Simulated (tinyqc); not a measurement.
# Capacitances against the space between lines

Endless row of lines of width wl, height tl and space sl between grounded planes at distance hd; e2 fills the gaps beside the lines, e1 the rest. Laplace's equation is solved on meshes of 3, 6 and 12 steps per unit u and extrapolated (Aitken), which is good to about 0.2 %. C_even (all lines at 1 V) is the capacitance Cg to the planes; C_odd (neighbours in antiphase) = Cg + 4 Cc if only nearest neighbours couple, which defines Cc; total with quiet neighbours Cg + 2 Cc. Plate values 2 eps0 e1 wl/hd and eps0 e2 tl/sl.

Parameters, values chosen for the exercise: relative permittivity above and below the lines e1 = 3; relative permittivity between the lines e2 = 3.9; line width, in units u wl = 4 u; line height tl = 8 u; distance to each plane hd = 4 u.

Constants: eps0 = 8.8541878128e-12 F/m. Results are converted to the units shown.

The same in every row: plate Cg (aF/um) = 53.1.

Result of one run:
```
Cg (aF/um)	Cc (aF/um)	Cg + 2 Cc (aF/um)	C_odd (aF/um)	plate Cc (aF/um)	share of coupling, 2 Cc/(Cg + 2 Cc) (%)
175	1.58	178	181	11.5	1.77
```

Which space between lines sl gave this result: 6, 8, 12, 16 or 24 u?

sl = 24 u.

The whole series:
```
sl (u)	Cg (aF/um)	Cc (aF/um)	Cg + 2 Cc (aF/um)	C_odd (aF/um)	plate Cc (aF/um)	share of coupling, 2 Cc/(Cg + 2 Cc) (%)
2	77.9	155	388	697	138	79.9
4	99.3	74.6	249	398	69.1	60.1
6	117	45.3	208	299	46.0	43.6
8	132	29.7	192	251	34.5	31.0
12	154	13.9	181	209	23.0	15.3
16	166	6.69	179	192	17.3	7.48
24	175	1.58	178	181	11.5	1.77
```

As sl goes from 2 to 24, Cg rises from 77.9 to 175 aF/um, Cc falls from 155 to 1.58 aF/um and the share of coupling falls from 79.9 to 1.77 %. Cg is 1.47 times its plate value in the first row and 3.30 times in the last; for Cc the ratios are 1.12 and 0.137. Neighbours in antiphase raise the load by a factor of 1.80 and 1.02 over quiet ones.

Numbers from tinyqc (`OMP_NUM_THREADS=1 python tinyqc.py 2790149 2790150 out.jsonl`; about 0.7 s on one thread of a shared Intel Xeon 2.30GHz).
